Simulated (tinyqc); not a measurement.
Hubbard ring of 5 sites, step by step. Computed by tinyqc, a small Python program that keeps every step. Settings: hopping = 1.77, U = 1.6, mixing = 1, iteration cap = 76. Command: `OMP_NUM_THREADS=1 python tinyqc.py 31420 31421 out.jsonl` (the two numbers bound the seeds that draw the settings). One thread of a shared host (Intel(R) Xeon(R) Processor @ 2.60GHz), about 0.2 s of CPU time with the checks.

one-body matrix (hopping and site energies) (eV), order 1, 2, 3, 4, 5:
$$\begin{pmatrix}
0.910000 & -1.770000 & 0.000000 & 0.000000 & -1.770000 \\
-1.770000 & -0.690000 & -1.770000 & 0.000000 & 0.000000 \\
0.000000 & -1.770000 & 0.030000 & -1.770000 & 0.000000 \\
0.000000 & 0.000000 & -1.770000 & -0.340000 & -1.770000 \\
-1.770000 & 0.000000 & 0.000000 & -1.770000 & 0.820000
\end{pmatrix}$$

U = 1.600000 eV

electrons, up and down: [2, 2]

n(up) at the start (a guess, not normalised): 1 0.850000, 2 0.000000, 3 0.850000, 4 0.000000, 5 0.850000

n(down) at the start (a guess): 1 0.000000, 2 0.850000, 3 0.000000, 4 0.850000, 5 0.000000

Each step fills the lowest levels of T + U n(other spin) and sets n(new) = n + mixing (n(out) - n); stop when output and input agree to 1e-8.

Course of the cycle:
```
iteration       E (eV)  largest |n(out) - n(in)|  mean |n_up - n_down|
1          -7.79319677                  4.47e-01              0.433028
2          -7.92058858                  2.34e-01              0.247655
3          -8.00056838                  2.08e-01              0.112553
4          -8.01845434                  4.50e-02              0.108239
5          -8.02094906                  4.91e-02              0.094265
6          -8.02158572                  1.71e-02              0.089892
7          -8.02183822                  1.86e-02              0.084316
8          -8.02196503                  9.50e-03              0.081539
9          -8.02203523                  9.99e-03              0.078494
10         -8.02207633                  5.74e-03              0.076789
11         -8.02210147                  6.11e-03              0.074928
...                ...                       ...                   ...
66         -8.02214886                  4.30e-07              0.067515
67         -8.02214886                  4.72e-07              0.067515
68         -8.02214886                  3.11e-07              0.067515
69         -8.02214886                  3.41e-07              0.067515
70         -8.02214886                  2.24e-07              0.067515
71         -8.02214886                  2.46e-07              0.067515
72         -8.02214886                  1.62e-07              0.067515
73         -8.02214886                  1.78e-07              0.067515
74         -8.02214886                  1.17e-07              0.067515
75         -8.02214886                  1.28e-07              0.067515
76         -8.02214886                  8.45e-08              0.067515
```

Can the last value be used, and what does the course show?

Not by the stop rule, although the second column moves by less than 1e-07 over the last three steps. Not converged within 76 iterations: the residual falls in a zigzag, on average by a factor of about 0.85 a step. The lowest mean-field energy found from random starts is -8.02215 eV. Reruns (cap 100 unless said): mixing 0.2: not converged; mixing 0.5: not converged; mixing 0.9: converged in 94 (E = -8.02215); the original settings with a cap of 400: converged in 90 (E = -8.02215).
